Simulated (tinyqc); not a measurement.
# Bulk transistor, scale length and short-channel effects: what changes with what

A gate, an insulator of thickness ti and a depleted layer of depth ts on a conducting body. Below threshold the potential that source and drain add obeys Laplace's equation and vanishes on the gate and at the bottom of the depleted layer. Its lowest mode decays along the channel as exp(-k y); k is the smallest positive root of the matching condition at the interface, and the scale length is Lambda = pi/k.

Parameters, values chosen for the exercise; permittivities: semiconductor close to that of indium arsenide, insulator close to that of silicon nitride: temperature T = 400 K; relative permittivity of the semiconductor eps_r = 15.3; relative permittivity of the insulator ei = 7.28; insulator thickness ti = 2.8 nm; depletion depth ts = 18 nm; channel length L = 67 nm; potential of the source Vbi = 0.96 V; potential of the barrier top at threshold sT = 0.59 V; drain voltage Vds = 1 V.

Constants: q = 1.602176634e-19 C, kB = 1.380649e-23 J/K, Vt = kB T/q. Results are converted to the units shown.

Each table varies one quantity; the others keep the values above.

## Effect of the channel length

k is the smallest positive root of f(k) = eps_r sin(k ti) cos(k ts) + ei cos(k ti) sin(k ts). Along the channel psi(y) = s + a exp(y/l) + b exp(-y/l) with psi(0) = Vbi, psi(L) = Vbi + Vds and l = 1/k = Lambda/pi; with A = Vbi - s, B = A + Vds, x = exp(-L/l): a = (B - A x) x/(1 - x^2), b = (A - B x)/(1 - x^2). The minimum is s + 2 sqrt(a b), at y = (l/2) ln(b/a). The long-channel potential follows the gate as s = sT + (Vg - VTL)/m, and the threshold VT is the gate voltage at which the minimum equals sT. Swing = m Vt ln 10/g at threshold, g = d(minimum)/ds = 1 - (b x + a)/((1 + x) sqrt(a b)). DIBL = [VT(0.05 V) - VT(Vds)]/(Vds - 0.05 V). sT and Vbi are held fixed; m = 1 + eps_r ti/(ei ts) in each row.

The same in every row: Lambda (nm) = 23.15.

Results:
```
L (nm),L/Lambda,VT - VTL at Vds = 0.05 V (mV),VT - VTL at Vds (mV),DIBL (mV/V),swing (mV/decade)
25,1.080,-287.6,-549.4,275.5,172.7
30,1.296,-180.7,-341.1,168.8,148.1
36,1.555,-109.0,-203.3,99.23,131.4
43,1.858,-63.17,-116.5,56.17,120.6
51,2.203,-35.01,-64.05,30.57,113.8
73,3.154,-7.484,-13.56,6.394,107.2
87,3.759,-2.869,-5.188,2.441,106.0
100,4.321,-1.184,-2.139,1.005,105.6
```

Estimate the missing row, L = 61 nm.

Computed row:
```
L (nm),L/Lambda,VT - VTL at Vds = 0.05 V (mV),VT - VTL at Vds (mV),DIBL (mV/V),swing (mV/decade)
61,2.636,-17.20,-31.28,14.82,109.5
```

With this row back in the table: From L = 25 to 100 nm, DIBL falls from 276 to 1.01 mV/V and the swing falls from 173 to 106 mV a decade (long-channel value 105). Between the last two rows the threshold shift at Vds decays with a length of 14.7 nm, against 2 Lambda/pi = 14.7 nm for a shift that goes as exp(-pi L/(2 Lambda)). DIBL first drops below 100 mV/V at L = 36 nm among the rows, L/Lambda = 1.6. For L = 25 to 30 nm L is under 1.5 Lambda, where higher modes, left out of the one-mode potential, count.

## Effect of the insulator thickness

Same model as above.

Effect of the insulator thickness:
```
ti (nm),Lambda (nm),L/Lambda,VT - VTL at Vds (mV),DIBL (mV/V),swing (mV/decade)
0.93,19.91,3.365,-8.088,3.810,89.08
1.2,20.43,3.279,-9.538,4.495,91.78
1.6,21.17,3.165,-11.92,5.621,95.81
2,21.87,3.064,-14.56,6.871,99.87
2.7,22.99,2.914,-19.75,9.331,107.1
3.4,24.01,2.791,-25.60,12.11,114.3
4.5,25.42,2.635,-35.98,17.04,125.9
```

Read the table: what changes, and by how much?

As ti goes from 0.93 to 4.5 nm, Lambda rises from 19.9 to 25.4 nm, DIBL rises from 3.81 to 17.0 mV/V and the swing rises from 89.1 to 126 mV a decade. On average Lambda goes as ti^(0.16).

## Effect of the depletion depth

Same model as above.

Effect of the depletion depth:
```
ts (nm),Lambda (nm),L/Lambda,VT - VTL at Vds (mV),DIBL (mV/V),swing (mV/decade)
7.2,11.22,5.971,-0.2184,0.1026,144.3
9,13.33,5.026,-0.8787,0.4129,131.4
11,15.60,4.296,-2.572,1.209,122.2
14,18.89,3.548,-7.759,3.653,113.8
17,22.09,3.033,-16.70,7.879,109.1
22,27.32,2.453,-40.35,19.16,106.0
27,32.46,2.064,-74.58,35.72,106.5
```

As ts goes from 7.2 to 27 nm, Lambda rises from 11.2 to 32.5 nm, DIBL rises from 0.103 to 35.7 mV/V and the swing goes from 144 through a minimum of 106 (at ts = 22 nm among the rows listed) to 107 mV a decade. On average Lambda goes as ts^(0.80).

tinyqc, about 0.01 s, one thread, Intel Xeon 2.30GHz (shared host): `OMP_NUM_THREADS=1 python tinyqc.py 2420094 2420095 out.jsonl`
